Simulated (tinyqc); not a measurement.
Graded p-n junction, non-linear Poisson equation by Newton steps: one step of the calculation.

One dimension, p side on the left, n side on the right; net doping C = (Nd - Na)/2 + ((Nd + Na)/2) tanh(x/Lg). The potential psi is counted from the intrinsic level, and the quasi-Fermi potentials are flat: 0 for holes and -V for electrons, so n = ni exp((psi + V)/Vt) and p = ni exp(-psi/Vt) (Boltzmann statistics, full ionisation, no current). Under reverse bias this makes the minority densities vanishingly small everywhere; they play no part in the charge.

Question. Densities, residual and Jacobian diagonal. n_i = ni exp((psi_i + V)/Vt), p_i = ni exp(-psi_i/Vt), rho_i = p_i - n_i + C_i, g_i = (n_i + p_i)/Vt. Box widths w_i = (h_(i-1) + h_i)/2 in cm. Residual F_i = a_i (psi_(i+1) - psi_i) - a_(i-1) (psi_i - psi_(i-1)) + q rho_i w_i; Jacobian: a_(i-1) and a_i beside the diagonal, b_i = -a_(i-1) - a_i - q g_i w_i on it. The two end nodes are fixed.

Parameters, values chosen for the exercise:
- T = 300 K (temperature)
- V = -2.8 V (bias of the p side against the n side)

Constants: q = 1.602176634e-19 C, kB = 1.380649e-23 J/K, Vt = kB T/q. Results are converted to the units shown.

```
node,x (nm),psi after iteration 1 (V),net doping C (cm^-3)
0,-7180,-0.2348503,-9.9999955e15
1,-4780,-0.2348485,-9.9986307e15
2,-3040,-0.2347368,-9.9138204e15
3,-1790,-0.2326336,-8.3320589e15
4,-886,-0.2013051,2.9809517e15
5,-235,4.7535571,3.3638918e16
6,235,3.0937932,6.6361082e16
7,750,3.0948160,9.2768124e16
8,1310,3.0962433,1.0492060e17
9,1930,3.0966996,1.0880014e17
10,2610,3.0968125,1.0976040e17
11,3350,3.0968359,1.0995879e17
12,4160,3.0968400,1.0999401e17
13,5050,3.0968406,1.0999928e17
14,6030,3.0968407,1.0999993e17
```

```
interval,coupling a_i (F/cm^2)
0,5.1280504e-9
1,7.0731730e-9
2,9.8458568e-9
3,1.3614293e-8
4,1.8905255e-8
5,2.6185789e-8
6,2.3897711e-8
7,2.1977359e-8
8,1.9850518e-8
9,1.8099002e-8
10,1.6631515e-8
11,1.5194224e-8
12,1.3828451e-8
13,1.2558491e-8
```

ni = 1.1341960e12 cm^-3

Find: n; p; residual F; diagonal b.

Answer.

```
node,n (cm^-3),p (cm^-3)
0,1.179e-39,1.000e16
1,1.179e-39,9.999e15
2,1.184e-39,9.956e15
3,1.284e-39,9.178e15
4,4.315e-39,2.732e15
5,7.465e44,1.579e-68
6,9.777e16,1.206e-40
7,1.017e17,1.159e-40
8,1.075e17,1.097e-40
9,1.094e17,1.078e-40
10,1.099e17,1.073e-40
11,1.100e17,1.072e-40
12,1.100e17,1.072e-40
13,1.100e17,1.072e-40
14,1.100e17,1.072e-40
```

```
node,residual F (1e21 C/cm^2),diagonal b (F/cm^2)
1,0.000,-1.284e-5
2,0.000,-9.242e-6
3,0.000,-6.150e-6
4,0.000,-1.349e-6
5,-6.703,-2.593e23
6,0.000,-2.989e-5
7,0.000,-3.393e-5
8,0.000,-3.934e-5
9,0.000,-4.411e-5
10,0.000,-4.838e-5
11,0.000,-5.286e-5
12,0.000,-5.797e-5
13,0.000,-6.377e-5
```

tinyqc, about 0.05 s, one thread, Intel Xeon 2.30GHz (shared host): `OMP_NUM_THREADS=1 python tinyqc.py 2000022 2000023 out.jsonl`
